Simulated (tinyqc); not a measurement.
Inside a calculation. Method: Hubbard chain of 4 sites. Computed by tinyqc, a small Python program that keeps every step. Settings: hopping = 1.07, U = 11.7, mixing = 0.2, iteration cap = 63. Command: `OMP_NUM_THREADS=1 python tinyqc.py 21983 21984 out.jsonl` (the two numbers bound the seeds that draw the settings). One thread of a shared host (Intel(R) Xeon(R) Processor @ 2.60GHz), about 0.2 s of CPU time with the checks. Later iterations appear only in the table of the cycle.

## Mean-field iteration 1

one-body matrix (hopping and site energies) (eV), lower triangle:
```
           1          2          3         4
1   0.000000
2  -1.070000   0.000000
3   0.000000  -1.070000   0.000000
4   0.000000   0.000000  -1.070000  0.000000
```

U = 11.700000 eV

electrons, up and down: 2  2

mixing = 0.200000

n(up) at the start (a guess, not normalised): 1 0.550000, 2 0.450000, 3 0.550000, 4 0.450000

n(down) at the start (a guess): 1 0.450000, 2 0.550000, 3 0.450000, 4 0.550000

H(up) = T + U n(down), H(down) = T + U n(up); fill the lowest levels; n(new) = n + mixing (n(out) - n); E = tr T (rho up + rho down) + U sum n_up n_down of the output.

levels, up (eV): 4.022539  4.967086  6.732914  7.677461

levels, down (eV): 4.022539  4.967086  6.732914  7.677461

energy = 4.535754 eV

n(up) after iteration 1: 1 0.596792, 2 0.418523, 3 0.581477, 4 0.403208

n(down) after iteration 1: 1 0.403208, 2 0.581477, 3 0.418523, 4 0.596792

## Mean-field iteration 2

As before.

levels, up (eV): 3.840977  4.589141  7.110859  7.859023

levels, down (eV): 3.840977  4.589141  7.110859  7.859023

energy = 2.569994 eV

n(up) after iteration 2: 1 0.653322, 2 0.375251, 3 0.624749, 4 0.346678

n(down) after iteration 2: 1 0.346678, 2 0.624749, 3 0.375251, 4 0.653322

## Convergence

Each step fills the lowest levels of T + U n(other spin) and sets n(new) = n + mixing (n(out) - n); stop when output and input agree to 1e-8.

Course of the cycle:
```
iteration       E (eV)  largest |n(out) - n(in)|  mean |n_up - n_down|
1           4.53575386                  2.34e-01              0.491347
2           2.56999417                  2.83e-01              0.677277
3           1.11683242                  2.78e-01              0.799520
4           0.28906769                  2.48e-01              0.869764
5          -0.13178413                  2.17e-01              0.908722
6          -0.34141272                  1.89e-01              0.930952
7          -0.44874363                  1.60e-01              0.944361
8          -0.50598291                  1.34e-01              0.952922
9          -0.53772786                  1.11e-01              0.958659
10         -0.55593107                  9.15e-02              0.962658
11         -0.56665710                  7.51e-02              0.965534
...                ...                       ...                   ...
53         -0.58382762                  1.25e-05              0.974986
54         -0.58382762                  1.01e-05              0.974986
55         -0.58382762                  8.21e-06              0.974987
56         -0.58382762                  6.66e-06              0.974987
57         -0.58382762                  5.41e-06              0.974987
58         -0.58382762                  4.39e-06              0.974987
59         -0.58382762                  3.56e-06              0.974987
60         -0.58382762                  2.89e-06              0.974987
61         -0.58382762                  2.35e-06              0.974987
62         -0.58382762                  1.91e-06              0.974987
63         -0.58382762                  1.55e-06              0.974987
```

Not converged within 63 iterations: the residual falls steadily but slowly, by a factor of about 0.81 a step. The lowest mean-field energy found from random starts is -0.58383 eV. Reruns (cap 100 unless said): mixing 0.5: converged in 30 (E = -0.58383); mixing 0.9: converged in 12 (E = -0.58383); the original settings with a cap of 400: converged in 88 (E = -0.58383).

## Exact diagonalisation (36 states)

Lowest levels of the sector, and the double occupancy of the lowest state.

lowest levels (eV): -0.897232  -0.647550  -0.382038  -0.245979  -0.113622  0.000000

double occupancy per site = 0.018004

## The lowest level by Lanczos steps

From a random start vector (not printed): a_j = <q_j|H|q_j>, b_j = norm of the remainder after orthogonalising; the Ritz value is the lowest eigenvalue of the tridiagonal matrix of a and b so far.

Lanczos:
```
j    a_j (eV)   b_j (eV)  lowest Ritz value (eV)
1   11.210713   6.231307             11.21071319
2   10.867132  10.157655              4.80524775
3   12.698718   3.189943             -0.37571452
4   11.685632   2.858291             -0.64756074
5    7.715829   8.842219             -0.67106790
6   13.449812   7.091521             -0.72733773
7   13.906089   1.491511             -0.87650800
8   10.452082   5.372375             -0.88224117
9    8.133339   9.562510             -0.88459617
10  16.642725   2.445306             -0.89485763
```
